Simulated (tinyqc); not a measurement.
Quantum-confined Stark effect in a modulator well, step by step. Values are carried at full precision from step to step, so a last printed digit may differ when a step is redone from the rounded ones.

Constants: hbar^2/2m0 = 3.80998211 eV angstrom^2; e^2/(4 pi eps0) = 14.39964547 eV angstrom; hc = 1239.841984 eV nm.

Values chosen for the exercise (near those of a Ge well in SiGe, direct gap; shifted at random, so the results belong to these values and not to a real crystal):
- L = 116 angstrom (well width)
- me = 0.0412 m0 (electron, well)
- mh = 0.21 m0 (heavy hole along z, well)
- F = 38 kV/cm (field)
- Vc = 0.372 eV (conduction offset)
- Vv = 0.112 eV (heavy-hole offset)
- meb = 0.0567 m0 (electron, barrier)
- mhb = 0.23 m0 (heavy hole, barrier)
- Eg = 0.836 eV (gap of the well)
- mp = 0.072 m0 (heavy hole in the plane)
- eps = 15.7 (dielectric constant)
- dE = 15 meV (operating point below the zero-field line)
- G = 8 meV (half width of the exciton line)

## Estimate for hard walls

Second order: each level moves by -C m (e F)^2 L^4/(2c), C = (15/pi^2 - 1)/(24 pi^2), c = hbar^2/2m0, 1 kV/cm = 1e-5 eV/angstrom. It holds while e F L is no more than about twice 3 c pi^2/(m L^2).

Estimate:
```
carrier     shift (meV)  e F L over the level spacing
electron          -0.31                          0.22
heavy hole        -1.58                          1.10
```

The hole, 5.1 times heavier, carries 84 % of the estimated shift; for hard walls second order errs by about 2 % at a ratio of 1 and 13 % at 3.

## Levels and envelopes

Envelopes on cells of 0.5 angstrom over the well |z| < L/2 and 45 angstrom of barrier on each side, psi = 0 beyond, psi'/m continuous (mean mass between points), c = hbar^2/2m0. The electron sees + e F z and the hole - e F z, each with its offset in the barriers; 1 kV/cm = 1e-5 eV/angstrom. Light holes, band mixing and escape by tunnelling are left out.

Ground levels, squared overlap and separation <z>_h - <z>_e without and with the field.

Results:
```
F (kV/cm)  E_e (meV)  E_h (meV)  overlap^2  separation (angstrom)
0              38.95       8.77      0.997                    0.0
38             37.98       5.19      0.821                   22.8
```

The electron level moves by -0.97 meV (3.1 times the hard-wall estimate, since it leaks into the barriers and sees a wider well) and the hole level by -3.58 meV (2.26 times).

## Exciton

Exciton: in-plane function exp(-rho/lam), 1/mu = 1/me + 1/mp, E(lam) = c/(mu lam^2) - (q/eps) times the integral over k of Fm(k)(1 + (k lam/2)^2)^(-3/2), Fm(k) the double integral of psi_e^2 psi_h^2 exp(-k |z - z'|), q = e^2/(4 pi eps0); binding Eb = -E at the minimum. Line at Eg + E_e + E_h - Eb, strength proportional to overlap^2/lam^2.

Minimise over lam without and with the field.

Results:
```
F (kV/cm)  lam (angstrom)  Eb (meV)  line (eV)      nm  overlap^2/lam^2 (1e-4/angstrom^2)
0                   229.3      3.81     0.8799  1409.1                             0.1896
38                  236.8      3.66     0.8755  1416.1                             0.1465
```

The weaker binding gives back 0.14 meV of the red shift, leaving 4.4 meV; the strength falls to 77 %.

## Contrast at the operating point

With a Gaussian line of half width G, the absorption at E_op = line(0) - dE is proportional to strength x exp(-ln2 ((E_op - line)/G)^2); continuum absorption is left out. Give it at both fields, relative to the zero-field peak.

E_op = 0.8649 eV
wavelength = 1433.5 nm

absorption without and with the field: 0.087  0.23

The field changes the absorption by +0.14 of the zero-field peak. The zero-field tail still absorbs here, since dE is no more than 2G, which costs insertion loss.

## Checks

- Zero-field levels against the matching condition of the square well, meV: largest difference 5.5e-02.
- Slope d(E_e + E_h)/dF against minus the separation (Hellmann-Feynman), angstrom: both -22.8.

(tinyqc, `OMP_NUM_THREADS=1 python tinyqc.py 1280844 1280845 out.jsonl`, Intel(R) Xeon(R) Processor @ 2.30GHz, 1 thread, shared host, about 0.1 s.)
